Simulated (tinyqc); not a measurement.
Hot electrons in a saturated n-channel MOSFET, lucky-electron model: one step of the calculation.

Beyond pinch-off the lateral field grows as Esat cosh(y/l) over the velocity-saturated region (pseudo-two-dimensional model). Impact ionisation in this region gives the substrate current, which biases the body forward through Rsub. Currents are per width. Local-field laws: they overstate ionisation when the field peak is narrower than an energy relaxation length.

Problem. Gate current, lifetime and channel shortening. Ig = Cg Id exp(-pb/(lm Em)); lifetime tau = (Hl/Id)(Isub/Id)^(-m); length of the saturated region dL = l ln[(dV/l + Em)/Esat]. 1 year = 3.15576e7 s.

Values chosen for this exercise; values close to those of silicon n-channel devices:
```
symbol   value     unit                        meaning
lm         8.2       nm    hot-electron mean free path
pb         3.2        V                  oxide barrier
Cg      0.0017           prefactor of the gate current
m          2.7                       lifetime exponent
Hl        2000  s uA/um              lifetime constant
```

Id = 63.072661 uA/um
dV = 1.7736318 V
Em = 0.45596745 MV/cm
Isub = 2.1608323 uA/um
l = 39.099872 nm
Esat = 0.04625 MV/cm

Find: Isub/Id; Ig; tau; dL.

Solution.

Isub/Id = 0.03426
Ig = 20.58 pA/um
tau = 0.009082 years
dL = 116.5 nm

The lifetime misses ten years.

Computed by the program tinyqc: `OMP_NUM_THREADS=1 python tinyqc.py 2550030 2550031 out.jsonl`, one thread of a shared Intel Xeon 2.30GHz, about 0.01 s for the whole run.
